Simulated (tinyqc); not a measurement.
Trap density from one capacitance.

Problem. Traps spread evenly through the insulator exchange electrons with the semiconductor by tunnelling, with tau(x) = t0 exp(2 ka x) at depth x from the interface. The admittance per area Y seen at depth x obeys dY/dx = -Y^2/(i w eps0 eox) + q Nb ln(1 + i w tau)/tau, with Y(0) = i w Cs and w = 2 pi f; the gate sees Y(tox) = G + i w C. Working variable y = Y/(i w), in uF/cm^2. Cox = eps0 eox/tox. Find Nb and G/w.

Parameters, values chosen for the exercise:
- eox = 3.98 (relative permittivity of the insulator)
- tox = 12 nm (insulator thickness)
- Cs = 0.59 uF/cm^2 (semiconductor capacitance in accumulation)
- ka = 3.6 1/nm (decay constant of the wave function in the insulator)
- t0 = 5e-10 s (time constant of a trap at the interface)
- f = 1000 Hz (frequency)

Constants: q = 1.602176634e-19 C, eps0 = 8.8541878128e-14 F/cm where lengths are in cm. Results are converted to the units shown.

C = 0.30143549 uF/cm^2

Answer. C rises steadily with Nb, so one density matches; in practice ka and t0 must come from the frequency dependence.

Nb = 9.800e19 cm^-3 eV^-1
G/w = 0.006748 uF/cm^2

Program tinyqc, `OMP_NUM_THREADS=1 python tinyqc.py 2202237 2202238 out.jsonl`; Intel Xeon 2.30GHz, shared host, one thread, about 0.7 s.
